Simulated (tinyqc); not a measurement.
Which mechanism rules? Model: leakage currents through a thin dielectric. Computed by tinyqc, a small Python program. Command: `OMP_NUM_THREADS=1 python tinyqc.py 3007279 3007280 out.jsonl leak walk`. One thread of a shared host (Intel(R) Xeon(R) Processor @ 2.30GHz), about 0.01 s of CPU time with the checks.

Electrons leave an electrode with Fermi energy E_F above its band bottom; barriers are counted from the Fermi level, and both electrodes are alike.

Inputs (values chosen for the exercise, modelled on SiO2):
```
quantity                           value  unit
barrier height phi_B                3.04    eV
tunnelling mass m                    0.4   m_0
optical permittivity k_o            2.18     -
trap depth phi_t                     1.6    eV
Poole-Frenkel prefactor sigma_0  1.2e-05  S/cm
thickness t                          8.1    nm
electrode Fermi energy E_F          0.14    eV
electrode mass m_e                     1   m_0
voltage V                            2.5     V
temperature T                        358     K
```

Stack: single layer.

Constants: e = 1.602176634e-19 C; eps_0 = 8.8541878128e-12 F/m; k_B = 8.617333262e-05 eV/K; m_0 = 9.1093837015e-31 kg; k_B = 1.380649e-23 J/K; h = 6.62607015e-34 J s; hbar = 1.054571817e-34 J s.

Method:
- Field F = V/t; equivalent oxide thickness 3.9 t/k.
- WKB: a layer of mass m, field F and barrier b(x) = b_0 - e F x gives the exponent (4 sqrt(2 m)/(3 hbar e F)) [b_0^(3/2) - max(b_0 - e F t, 0)^(3/2)] for b_0 > 0; b_0 = barrier - (E - E_F); the transmission is D(E) = exp(-sum of exponents), without image force.
- Tsu-Esaki: J = (e m_e k_B T/(2 pi^2 hbar^3)) int D(E) ln[(1 + exp((E_F - E)/k_B T))/(1 + exp((E_F - eV - E)/k_B T))] dE over the normal energy E (its change with the mass at an interface is neglected) from max(0, E_F - 3 eV) to E_F + largest barrier, by 100 Gauss-Legendre points in each part, split at E_F - 0.3 eV (if inside the range) and E_F + 8 k_B T.
- Schottky emission J = A T^2 exp(-(phi_B - sqrt(e^3 F/(4 pi k_o eps_0)))/k_B T), A = 4 pi e m k_B^2/h^3 with the tunnelling mass; Poole-Frenkel J = sigma_0 F exp(-(phi_t - sqrt(e^3 F/(pi k_o eps_0)))/k_B T); both use the field F of the dielectric.

Current densities (A/cm^2):
```
V (V)  F (MV/cm)  tunnelling    Schottky  Poole-Frenkel
0.50      0.6173  6.6651e-31  6.8607e-34     1.0734e-16
0.88      1.0864  1.4797e-29  5.8198e-33     1.3594e-14
1.20      1.4815  2.3051e-28  2.4976e-32     3.4140e-13
1.80      2.2222  6.1033e-26  2.4392e-31     4.8843e-11
2.10      2.5926  1.3228e-24  6.5976e-31     4.1690e-10
2.50      3.0864  1.3257e-22  2.2389e-30     5.7156e-09
3.00      3.7037  2.5711e-19  9.0514e-30     1.1210e-07
3.80      4.6914  5.2374e-14  6.7657e-29     7.9332e-06
```

What does the comparison show, and why?

The largest current is Poole-Frenkel from 0.500 to 3.80 V. Over the table tunnelling grows by 16.9 decades, Schottky by 5.0 and Poole-Frenkel by 10.9. A plot of ln(J/F) against sqrt(F) for the Poole-Frenkel column has the slope 16.66 per sqrt(MV/cm), from which k_o follows; reading it as Schottky emission would give about k_o/4.

Extremes, crossings and ranges named in words are read from the listed rows.
